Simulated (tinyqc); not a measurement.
Inside a calculation. Method: Rayleigh-quotient iteration on a symmetric matrix. Computed by tinyqc, a small Python program that keeps every step. Settings: method = rayleigh, shift = 0.81. Command: `OMP_NUM_THREADS=1 python tinyqc.py 20246 20247 out.jsonl` (the two numbers bound the seeds that draw the settings). One thread of a shared host (Intel(R) Xeon(R) Processor @ 2.60GHz), about 0.01 s of CPU time with the checks.

## Step 1

A, lower triangle:
```
           1          2          3          4          5         6
1   0.228000
2  -1.043000   0.350000
3  -0.102000   0.847000   0.690000
4  -0.806000  -0.380000  -0.847000   0.745000
5   1.076000   1.668000  -1.413000  -0.834000   1.025000
6  -0.437000   1.393000  -0.390000   0.103000  -0.346000  1.581000
```

vector v at the start: 0.408248  0.408248  0.408248  0.408248  0.408248  0.408248

shift = 0.810000

solve (A - shift) w = v; v' = w/|w| with its largest component positive (the first on a tie); lambda = v'^T A v'; the next shift is lambda.

vector after step 1: 0.646954  -0.240172  0.350752  0.625618  -0.071675  -0.064852

Rayleigh quotient after step 1 = -0.081131

## Step 2

As before.

vector after step 2: 0.435440  0.324955  0.465504  0.659971  0.229011  -0.009705

Rayleigh quotient after step 2 = -0.710695

## Step 3

As before.

vector after step 3: 0.612275  0.160333  0.425808  0.630979  0.115509  0.081382

Rayleigh quotient after step 3 = -0.833512

## Course of the iteration

Stop when the residual |A v - lambda v| is below 1e-9.

Steps:
```
step       lambda  residual
1     -0.08113052  1.51e+00
2     -0.71069542  5.32e-01
3     -0.83351245  3.63e-02
4     -0.83437398  2.14e-05
5     -0.83437398  5.36e-15
```

all eigenvalues, for comparison: -2.794780  -0.834374  0.498464  1.904859  2.786427  3.058405

Converged in 5 steps.
